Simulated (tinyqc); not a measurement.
Surface potential of a MOS transistor: implicit equation and explicit approximations: effect of the acceptor density at fixed gate voltage.

p-type body, charge-sheet picture, depletion and inversion only, full ionisation (an idealisation for deep acceptors), Boltzmann statistics (rough once Na exp(x - xn) passes about Nc/7). In units of Vt: xg = (Vg - Vfb)/Vt, x = psi/Vt, G = gamma/sqrt(Vt), xn = (2 phiF + Vc)/Vt. The implicit equation is (xg - x)^2 = G^2 [x - 1 + exp(x - xn)] for x above about 3. Cox = eps0 eox/tox.

ni = sqrt(Nc Nv) exp(-Eg/(2 Vt)), Eg in volts; phiF = Vt ln(Na/ni); gamma = sqrt(2 q eps0 eps_r Na)/Cox; VT = Vfb + Vt (xn + G sqrt(xn - 1)). Depletion value a = 1 + [sqrt(G^2/4 + xg - 1) - G/2]^2; inversion value b = xn + ln[(xg - xn)^2/G^2 - xn + 1] and first guess y = min(a, b) - ln(1 + exp(-|a - b|)) if a > xn + 1, else b = y = a; one second-order correction with D = exp(y - xn), p = 2 (xg - y) + G^2 (1 + D), w = (xg - y)^2 - G^2 (y - 1 + D): z = y + 2 w/(p + sqrt(p^2 - 2 (2 - G^2 D) w)), or the Newton step z = y + w/p where the root is not real. N_inv = (Cox Vt G/q) [sqrt(x - 1 + exp(x - xn)) - sqrt(x - 1)] at the root. Lambert form (Cox m Vt/q) W0[(G/(2 m sqrt(xn - 1))) exp((Vg - VT)/(m Vt))], m = 1 + G/(2 sqrt(xn - 1)). Errors under 1e-4 mV, and the linear form below VT, are printed as 0. Vfb is held fixed.

Inputs (values chosen for the exercise); band and dielectric values close to those of silicon:

| symbol | value | unit | meaning |
|---|---|---|---|
| T | 350 | K | temperature |
| Eg | 1.12 | eV | band gap |
| eps_r | 11.8 |  | relative permittivity |
| Nc | 3.54e19 | cm^-3 | conduction-band density of states at T |
| Nv | 3.33e19 | cm^-3 | valence-band density of states at T |
| eox | 3.9 |  | relative permittivity of the gate insulator (close to silicon dioxide) |
| tox | 1.4 | nm | insulator thickness |
| Vfb | -0.62 | V | flat-band voltage |
| Vc | 1 | V | channel-body voltage |
| Vg | 2.28 | V | gate-body voltage |

Constants: q = 1.602176634e-19 C, kB = 1.380649e-23 J/K, Vt = kB T/q, eps0 = 8.8541878128e-14 F/cm where lengths are in cm. Results are converted to the units shown.

Effect of the acceptor density at fixed gate voltage:
```
Na (cm^-3)	psi (V)	x - xn	error of y (mV)	error of z (mV)	N_inv (cm^-2)	Cox (Vg - VT)/q (cm^-2)	Lambert form (cm^-2)
4.7e16	2.0009	9.2396	16.4	-1.50	1.2742e13	1.7113e13	1.3649e13
9.1e16	2.0194	8.5307	15.6	-1.23	1.2020e13	1.6084e13	1.2779e13
1.8e17	2.0382	7.7912	14.9	-1.01	1.1095e13	1.4844e13	1.1706e13
3.5e17	2.0562	7.0550	14.3	-0.856	9.9498e12	1.3390e13	1.0423e13
6.7e17	2.0727	6.3058	13.9	-0.768	8.5110e12	1.1640e13	8.8568e12
1.3e18	2.0875	5.4711	14.2	-0.800	6.6016e12	9.3838e12	6.8269e12
2.6e18	2.0969	4.3939	16.2	-1.30	3.9928e12	6.3058e12	4.1040e12
5e18	2.0808	2.5548	17.5	-1.23	1.0469e12	2.4525e12	1.0685e12
```

As Na goes from 4.7e16 to 5e18, psi goes from 2.00 through a maximum of 2.10 (at Na = 2.6e18 among the rows listed) to 2.08 V, x - xn falls from 9.24 to 2.55 and N_inv falls from 1.27e13 to 1.05e12 cm^-2. The Lambert form lies between 1.02 and 1.07 times N_inv. In every row the electron quasi-Fermi level lies less than 2 Vt below the band edge at the surface, or above it, where degeneracy and confinement, left out, matter.

tinyqc, about 0.01 s, one thread, Intel Xeon 2.30GHz (shared host): `OMP_NUM_THREADS=1 python tinyqc.py 2122107 2122108 out.jsonl`
